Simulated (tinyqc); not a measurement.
# Mass and degeneracy from charge and saturation current

Problem. At high drain voltage only states moving towards the drain are filled: n = (N0/2) F_0(eta), N0 = gv m kB T/(pi hbar^2), F_0(x) = ln(1 + exp x), and I = q (N0/2) vT F_(1/2)(eta) per width, vT = sqrt(2 kB T/(pi m)), F_(1/2)(x) = (2/sqrt(pi)) int_0^infinity u^(1/2)/(1 + exp(u - x)) du. Find eta and m.

Values chosen for this exercise:
- T = 350 K (temperature)
- gv = 1 (valley degeneracy)

Constants: q = 1.602176634e-19 C, kB = 1.380649e-23 J/K, hbar = 1.054571817e-34 J s, m0 = 9.1093837015e-31 kg. Results are converted to the units shown.

n = 4.6439158e11 cm^-2
I = 101.41193 uA/um

Answer. The mass drops out of I^2/(q^2 n) = gv (kB T)^2 F_(1/2)^2/(pi^2 hbar^2 F_0), which rises with eta and so fixes it; n then gives m.

eta = -0.8200
m = 0.2020 m0

Computed by the program tinyqc: `OMP_NUM_THREADS=1 python tinyqc.py 2400112 2400113 out.jsonl`, one thread of a shared Intel Xeon 2.30GHz, about 0.02 s for the whole run.
